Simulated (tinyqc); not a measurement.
Worked calculation: quantum-confined Stark effect in a modulator well. Values are carried at full precision from step to step, so a last printed digit may differ when a step is redone from the rounded ones.

Constants: hbar^2/2m0 = 3.80998211 eV angstrom^2; e^2/(4 pi eps0) = 14.39964547 eV angstrom; hc = 1239.841984 eV nm.

Inputs chosen for the exercise (near those of an InGaAs well in InAlAs; not measured data): L = 138 angstrom (well width); me = 0.0433 m0 (electron, well); mh = 0.371 m0 (heavy hole along z, well); F = 81 kV/cm (field); Vc = 0.516 eV (conduction offset); Vv = 0.201 eV (heavy-hole offset); meb = 0.0724 m0 (electron, barrier); mhb = 0.414 m0 (heavy hole, barrier); Eg = 0.758 eV (gap of the well); mp = 0.106 m0 (heavy hole in the plane); eps = 13.5 (dielectric constant); dE = 33 meV (operating point below the zero-field line); G = 6 meV (half width of the exciton line).

## Estimate for hard walls

Second order: each level moves by -C m (e F)^2 L^4/(2c), C = (15/pi^2 - 1)/(24 pi^2), c = hbar^2/2m0, 1 kV/cm = 1e-5 eV/angstrom. It holds while e F L is no more than about twice 3 c pi^2/(m L^2).

Estimate:

| carrier | shift (meV) | e F L over the level spacing |
|---|---|---|
| electron | -2.97 | 0.82 |
| heavy hole | -25.42 | 7.00 |

The hole, 8.6 times heavier, carries 90 % of the estimated shift; for it the ratio exceeds 3, so second order overstates its shift, by 13 % at a ratio of 3 and 60 % at 8.

## Levels and envelopes

Envelopes on cells of 0.5 angstrom over the well |z| < L/2 and 45 angstrom of barrier on each side, psi = 0 beyond, psi'/m continuous (mean mass between points), c = hbar^2/2m0. The electron sees + e F z and the hole - e F z, each with its offset in the barriers; 1 kV/cm = 1e-5 eV/angstrom. Light holes, band mixing and escape by tunnelling are left out.

Ground levels, squared overlap and separation <z>_h - <z>_e without and with the field.

Results:

| F (kV/cm) | E_e (meV) | E_h (meV) | overlap^2 | separation (angstrom) |
|---|---|---|---|---|
| 0 | 29.47 | 4.32 | 0.990 | 0.0 |
| 81 | 22.68 | -18.05 | 0.250 | 56.8 |

The electron level moves by -6.79 meV (2.3 times the hard-wall estimate, since it leaks into the barriers and sees a wider well) and the hole level by -22.37 meV (0.88 times). For the hole, saturation lowers the shift and leakage raises it, so a ratio near 1 is a coincidence.

## Exciton

Exciton: in-plane function exp(-rho/lam), 1/mu = 1/me + 1/mp, E(lam) = c/(mu lam^2) - (q/eps) times the integral over k of Fm(k)(1 + (k lam/2)^2)^(-3/2), Fm(k) the double integral of psi_e^2 psi_h^2 exp(-k |z - z'|), q = e^2/(4 pi eps0); binding Eb = -E at the minimum. Line at Eg + E_e + E_h - Eb, strength proportional to overlap^2/lam^2.

Minimise over lam without and with the field.

Results:

| F (kV/cm) | lam (angstrom) | Eb (meV) | line (eV) | nm | overlap^2/lam^2 (1e-4/angstrom^2) |
|---|---|---|---|---|---|
| 0 | 185.0 | 5.37 | 0.7864 | 1576.6 | 0.2893 |
| 81 | 223.9 | 4.26 | 0.7584 | 1634.9 | 0.0499 |

The weaker binding gives back 1.11 meV of the red shift, leaving 28.1 meV; the strength falls to 17 %.

## Contrast at the operating point

With a Gaussian line of half width G, the absorption at E_op = line(0) - dE is proportional to strength x exp(-ln2 ((E_op - line)/G)^2); continuum absorption is left out. Give it at both fields, relative to the zero-field peak.

E_op = 0.7534 eV
wavelength = 1645.6 nm

absorption without and with the field: 7.8e-10  0.11

The field changes the absorption by +0.11 of the zero-field peak. With dE above 2G the Gaussian tail at zero field is weak; real tails fall only exponentially and absorb more.

## Checks

- Zero-field levels against the matching condition of the square well, meV: largest difference 6.0e-04.
- Slope d(E_e + E_h)/dF against minus the separation (Hellmann-Feynman), angstrom: both -56.8.

Run: tinyqc, `OMP_NUM_THREADS=1 python tinyqc.py 1250541 1250542 out.jsonl`; Intel(R) Xeon(R) Processor @ 2.30GHz, one thread, shared host; about 0.2 s of CPU time with all checks.
